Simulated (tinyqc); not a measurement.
Inside a calculation. Method: Hueckel theory of the pi electrons with the omega technique, for the molecule C=Cc1ccccc[cH+]1 (SMILES; centres numbered as the heavy atoms are written). One step of it, computed by the program tinyqc.

Question. Omega technique, round 2. h_r = h_r(0) + omega q_r, omega = 0.6, with q_r = z_r - P_rr; 0.3 of the old diagonal is kept.

Hueckel matrix in units of beta (H = alpha + beta A), lower triangle:
```
          1C        2C        3C        4C        5C        6C        7C        8C
1C  0.000000
2C  1.000000  0.000000
3C  0.000000  1.000000  0.000000
4C  0.000000  0.000000  1.000000  0.000000
5C  0.000000  0.000000  0.000000  1.000000  0.000000
6C  0.000000  0.000000  0.000000  0.000000  1.000000  0.000000
7C  0.000000  0.000000  0.000000  0.000000  0.000000  1.000000  0.000000
8C  0.000000  0.000000  0.000000  0.000000  0.000000  0.000000  1.000000  0.000000
9C  0.000000  0.000000  1.000000  0.000000  0.000000  0.000000  0.000000  1.000000

          9C
9C  0.000000
```

charge and bond-order matrix P, lower triangle:
```
           1C         2C         3C         4C         5C         6C        7C        8C
1C   0.916081
2C   0.893470   0.990568
3C   0.114699   0.430678   0.879817
4C  -0.231922  -0.009693   0.578288   0.865470
5C  -0.120685  -0.083722   0.137275   0.666758   0.872038
6C   0.149678   0.031077  -0.200492   0.146338   0.625365   0.869258
7C   0.149678   0.031077  -0.200492  -0.241583   0.142509   0.654349  0.869258
8C  -0.120685  -0.083722   0.137275  -0.204819  -0.212837   0.142509  0.625365  0.872038
9C  -0.231922  -0.009693   0.578288   0.165255  -0.204819  -0.241583  0.146338  0.666758

          9C
9C  0.865470
```

Centres:
```
centre  z_r, pi electrons of the neutral centre         h
1C                                            1  0.000000
2C                                            1  0.000000
3C                                            1  0.000000
4C                                            1  0.000000
5C                                            1  0.000000
6C                                            1  0.000000
7C                                            1  0.000000
8C                                            1  0.000000
9C                                            1  0.000000
```

Give: matrix after round 2.

Answer.

matrix after round 2, lower triangle:
```
       1C     2C     3C     4C     5C     6C     7C     8C
1C  0.048
2C  1.000  0.003
3C  0.000  1.000  0.066
4C  0.000  0.000  1.000  0.074
5C  0.000  0.000  0.000  1.000  0.070
6C  0.000  0.000  0.000  0.000  1.000  0.071
7C  0.000  0.000  0.000  0.000  0.000  1.000  0.071
8C  0.000  0.000  0.000  0.000  0.000  0.000  1.000  0.070
9C  0.000  0.000  1.000  0.000  0.000  0.000  0.000  1.000

       9C
9C  0.074
```
